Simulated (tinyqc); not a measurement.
IGBT as a p-i-n diode in series with a MOS channel, on-state and switching loss: two steps of the calculation.

High injection (n = p) in a drift layer from x = -W/2 (anode) to +W/2 (cathode side), recombination only in the layer with lifetime tau, ideal emitters. The channel feeds the cathode side and carries the whole current. Auger recombination, carrier-carrier scattering, emitter losses and the carrier dip under the p body are left out.

Values chosen for this exercise; material values close to those of silicon: temperature T = 400 K; electron mobility mn = 743 cm^2/(V s); hole mobility mp = 255 cm^2/(V s); width of the drift layer W = 60 um; doping of the drift layer Nd = 1.5e14 cm^-3; high-injection lifetime tau = 0.18 us; current density J = 30 A/cm^2; channel and accumulation resistance Rch = 0.53 mohm cm^2; link voltage Vdc = 400 V; turn-off energy per stored charge and link voltage ks = 0.05; switching frequency f = 5 kHz.

Constants: q = 1.602176634e-19 C, kB = 1.380649e-23 J/K, Vt = kB T/q. Results are converted to the units shown.

Task 1. Ambipolar length. b = mn/mp, B = (b - 1)/(b + 1), La = sqrt(2 Vt mn mp tau/(mn + mp)), y = W/(2 La).

Find: b; B; La; y.

Result 1.

b = 2.914
B = 0.4890
La = 15.35 um
y = 1.955

Task 2. Stored charge, losses and the unipolar alternative. Stored charge tau J, turn-off energy Eoff = ks tau J Vdc, loss at half duty 0.5 J Von + f Eoff. A unipolar device on the same layer has Vu = J (W/(q mn Nd) + Rch).

Von = 0.83617414 V

Wanted: stored charge; Eoff; conduction loss; switching loss; Vu.

Result 2.

stored charge = 5.400 uC/cm^2
Eoff = 0.1080 mJ/cm^2
conduction loss = 12.54 W/cm^2
switching loss = 0.5400 W/cm^2
Vu = 10.10 V

Both losses would be equal at f = 116 kHz.

Numbers from tinyqc (`OMP_NUM_THREADS=1 python tinyqc.py 2590021 2590022 out.jsonl`; about 0.01 s on one thread of a shared Intel Xeon 2.30GHz).
